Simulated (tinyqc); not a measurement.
Rutherford backscattering from a thin compound film on silicon: kinematics, yields, composition and thickness: one step, computed by the program tinyqc. Command: `OMP_NUM_THREADS=1 python tinyqc.py 3019762 3019763 out.jsonl rbs walk`. One thread of a shared host (Intel(R) Xeon(R) Processor @ 2.30GHz), about 0.01 s of CPU time with the checks.

Singly charged helium ions (Z1 = 2, M1 = 4.0026 u) enter at the tilt angle a1 to the normal and leave at a2 = |180 - theta - tilt| in the same plane. The film is A B_x.

Problem. Peak widths (surface approximation). Stopping per atom eps(E) = eps(2 MeV) (E/2 MeV)^(-0.4) (a law chosen for the exercise); Bragg rule eps_film = (eps_A + x eps_B)/(1 + x); areal density N d, with 1/nm^2 = 0.1 x 1e15/cm^2. Width of the signal of element i: [K_i eps(E0)/cos a1 + eps(K_i E0)/cos a2] N d; depth resolution = resolution x d/width of A; energy lost on the way in = eps(E0) N d/cos a1.

Inputs (values chosen for the exercise, modelled on a helium beam on WSi2):
```
quantity                                value           unit
beam energy E0                            1.7            MeV
scattering angle theta                    150        degrees
tilt of the sample                          7        degrees
heavy element: stopping eps_A at 2 MeV    116  1e-15 eV cm^2
light element: mass M_B                 28.09              u
light element: stopping eps_B at 2 MeV   47.5  1e-15 eV cm^2
atoms of B per atom of A, x              2.02              -
atomic density of the film                 74         1/nm^3
film thickness d                           10             nm
detector resolution (FWHM)                 18            keV
```

kinematic factors: A 0.9219298, B 0.5852929, Si 0.5852929

Give: areal density N d; film stopping at E0; widths; depth resolution; energy lost on the way in.

Solution.

areal density N d = 74 1e15 atoms/cm^2

film stopping at E0 = 74.896 1e-15 eV cm^2

widths (keV): A 11.368, B 10.728

depth resolution = 15.834 nm

energy lost on the way in = 5.5839 keV

The film is thinner than the depth resolution, so only peak areas measure the thickness. Caution: the silicon signal of the film merges with that of the substrate, so only the width of A can be read directly.
